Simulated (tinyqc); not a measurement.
What moves the results: free and nearly free electrons in a metal. A value that a table varies takes the place of the one given here.

The cubic cell holds 4 atoms: n = 4 z/a^3, kF = (3 pi^2 n)^(1/3), EF = c kF^2/m, vF = 2 c kF/(m hbar), c = hbar^2/2m0; rs = (3/(4 pi n))^(1/3)/a0; D(EF) = 3 n/(2 EF).

Two plane waves k and k - G, G = (111) (2 pi/a): H = [[c k^2/m, V], [V, c (k - G)^2/m]] with c = hbar^2/2m0.

Square wire of width w with grain size w: rho/rho0 = 1/(1 - 3 al/2 + 3 al^2 - 3 al^3 ln(1 + 1/al)) + (3/4) (1 - p) l/w, with al = (l/w) Rg/(1 - Rg) (Mayadas-Shatzkes plus the thick-wire form of Fuchs-Sondheimer); l = hbar kF/(n e^2 rho), e = 1.602176634e-19 C.

Constants: hbar^2/2m0 = 3.80998211 eV angstrom^2; hbar = 6.58211957e-16 eV s; a0 (Bohr radius) = 0.5291772105 angstrom.

Parameters, chosen for this exercise (near those of Cu, whose d bands this model ignores; the results hold for these values, not for the real material): a = 3.635 angstrom (fcc lattice constant); z = 1 (free electrons an atom); m = 1.15 m0 (mass); rho = 1.71 micro-ohm cm (bulk resistivity); p = 0.5 (specularity of the surfaces); Rg = 0.38 (reflection at grain boundaries); w = 30 nm (wire width).

## When the Fermi surface touches the face

On the face the lower band is E = c (G^2/4 + q^2)/m - V, q along the face. EF is held at its free value. A neck opens where EF > c G^2/(4m) - V, with radius q; the second band fills where EF > c G^2/(4m) + V.

Necks:
```
V (eV)  lower band at the face centre (eV)  neck radius (1/angstrom)  radius/kF
0.2                                  7.224                         -          -
0.5                                  6.924                         -          -
0.8                                  6.624                         -          -
1.1                                  6.324                         -          -
1.4                                  6.024                    0.0833      0.062
1.8                                  5.624                    0.3573      0.264
2.2                                  5.224                    0.4984      0.369
2.6                                  4.824                    0.6076      0.450
```

EF = 6.047 eV
c G^2/(4m) = 7.424 eV

How do the results move?

Contact needs V > 1.377 eV. It is first met at V = 1.4 eV of those listed, and the radius then grows as the square root of the excess, to 0.450 kF at 2.6 eV. EF is held at its free value here; a count of states lowers it as V grows, strongly for V of an eV or more, so the threshold is a lower bound, the radii are upper bounds, and some necks may vanish.

## Resistivity of narrow wires

Wires:
```
w (nm)     al  grain term (factor - 1)  surface term  rho (micro-ohm cm)
200     0.119                    0.173         0.073                2.13
100     0.239                    0.341         0.146                2.54
50      0.478                    0.670         0.292                3.36
30      0.796                    1.103         0.487                4.43
20      1.194                    1.639         0.731                5.76
14      1.706                    2.326         1.044                7.47
10      2.389                    3.240         1.462                9.75
7       3.412                    4.608         2.088               13.16
```

l = 38.97 nm

What can be read from the table?

At 7 nm the resistivity is 7.70 times the bulk value; grain boundaries add more (4.61 from grains, 2.09 from surfaces). It passes twice the bulk value between 50 and 30 nm. The surface formula is meant for w above l = 39 nm, so the rows below that are rough.

## What sets the wire resistivity

All results formed anew. Each row changes one parameter from the base and keeps the others.

Results:
```
case                      EF (eV)  l (nm)  wire rho (micro-ohm cm)
base                        6.047   38.97                    4.429
a = 3.744 angstrom          5.700   41.35                    4.592
m = 1.38 m0                 5.039   38.97                    4.429
rho = 2.052 micro-ohm cm    6.047   32.48                    4.779
p = 0.8                     6.047   38.97                    3.929
Rg = 0.266                  6.047   38.97                    3.673
w = 21 nm                   6.047   38.97                    5.573
```

What does this show?

The largest shifts from the base row, up to three for each result and ties (the steps differ in size, so this ranks the rows, not the parameters). EF (eV): m -1.008, a -0.347; unchanged at the printed digits by rho, p, Rg and w. l (nm): rho -6.50, a +2.37; unchanged at the printed digits by m, p, Rg and w. wire rho (micro-ohm cm): w +1.144, Rg -0.756, p -0.500; unchanged at the printed digits by m. The mass drops out of l at given rho, because vF falls and tau rises by the same factor.

Computed by tinyqc, a small Python program: `OMP_NUM_THREADS=1 python tinyqc.py 1680048 1680049 out.jsonl` (the numbers bound the seed that draws the inputs); one thread of a shared host (Intel(R) Xeon(R) Processor @ 2.30GHz), about 0.01 s for the whole set of steps.
